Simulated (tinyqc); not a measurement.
# Off-state leakage of single and stacked transistors: two studies

n-channel devices of unit width. Subthreshold current I(Vg, Vs, Vd) = I0 (T/300 K)^0.5 exp[(Vg - Vs - VT(T) - gb (Vs - Vb) + dd (Vd - Vs))/(nf Vt)] (1 - exp(-(Vd - Vs)/Vt)), VT(T) = VT - cT (T - 300 K). Gate-edge tunnelling Ig (Vd/1 V) exp(ag (Vd - 1 V)), for a gate at 0 V, and band-to-band leakage Ab u exp(-Bb/u), u = Vd - Vb + 1 V, flow at a drain held at V; both are taken as independent of T. In a stack of off transistors (all gates at 0 V) the same subthreshold current passes through each.

Values chosen for this exercise; values of the order met in bulk silicon logic transistors:
```
symbol,value,unit,meaning
T,300,K,temperature
V,0.7,V,supply voltage
VT,0.28,V,"threshold at 300 K, zero drain and body bias"
cT,0.7,mV/K,fall of the threshold with temperature
I0,0.19,uA/um,current at threshold at 300 K
nf,1.31,,slope factor
dd,0.08,,drain-induced lowering per volt
gb,0.13,,rise of the threshold per volt of source-body bias
Ig,1e-5,uA/um,gate-edge tunnelling current at 1 V
ag,4.7,1/V,exponential slope of the gate current
Ab,100,uA/(um V),prefactor of band-to-band leakage at the drain
Bb,19,V,its exponential voltage
Vb,0,V,body voltage
```

Constants: q = 1.602176634e-19 C, kB = 1.380649e-23 J/K, Vt = kB T/q. Results are converted to the units shown.

Each table varies one quantity; the others keep the values above.

## Subthreshold current against the height of the stack

All n gates at 0 V, bottom source at 0 V, top drain at V; node voltages follow from equal currents.

Subthreshold current against the height of the stack:
columns A: n; B: I (nA/um); C: reduction factor; D: drain voltage of the bottom device (mV); E: source voltage of the top device (mV); F: voltage across the top device (V)
```
A        B      C      D      E       F
1   0.2548  1.000  700.0      0  0.7000
2  0.04604  5.535  47.89  47.89  0.6521
3  0.02524  10.09  17.74  64.71  0.6353
4  0.01741  14.64  11.05  75.11  0.6249
5  0.01329  19.18  8.043  82.67  0.6173
6  0.01075  23.71  6.329  88.61  0.6114
```

Read the table: what changes, and by how much?

The second transistor cuts the current by a factor of 5.53, the third by a further 1.82 and the sixth by 1.24. The top device keeps 87.3 % of the supply at n = 6, while the drain voltage of the bottom one falls to 0.245 Vt.

## Leakage components against the threshold

Same model as above.

One transistor with Vg = Vs = 0, Vd = V; stack factor I(one)/I(two in series).

The same in every row: gate edge (nA/um) = 0.001709; band-to-band (nA/um) = 2.380; stack factor = 5.535.

Results:
```
VT (V)  subthreshold (nA/um)  total (nA/um)  largest part
0.15                   11.84          14.22  subthreshold
0.2                    2.705          5.086  subthreshold
0.25                  0.6179          3.000  band-to-band
0.3                   0.1412          2.523  band-to-band
0.35                 0.03225          2.414  band-to-band
0.4                 0.007368          2.389  band-to-band
0.5                 3.846e-4          2.382  band-to-band
0.55                8.785e-5          2.382  band-to-band
0.6                 2.007e-5          2.382  band-to-band
```

Estimate the missing row, VT = 0.45 V.

Computed row:
```
VT (V)  subthreshold (nA/um)  total (nA/um)  largest part
0.45                0.001683          2.383  band-to-band
```

With this row back in the table: As VT goes from 0.15 to 0.6, the total leakage falls from 14.2 to 2.38 nA/um. The subthreshold part leads at VT = 0.15, the band-to-band part from 0.25 on. The reduction by a stack of two stays at 5.53, for the subthreshold part alone. For VT = 0.15 the gate is within about 3 nf Vt of threshold, where the exponential law overstates the current.

Computed by the program tinyqc: `OMP_NUM_THREADS=1 python tinyqc.py 2242026 2242027 out.jsonl`, one thread of a shared Intel Xeon 2.30GHz, about 0.04 s for the whole run.
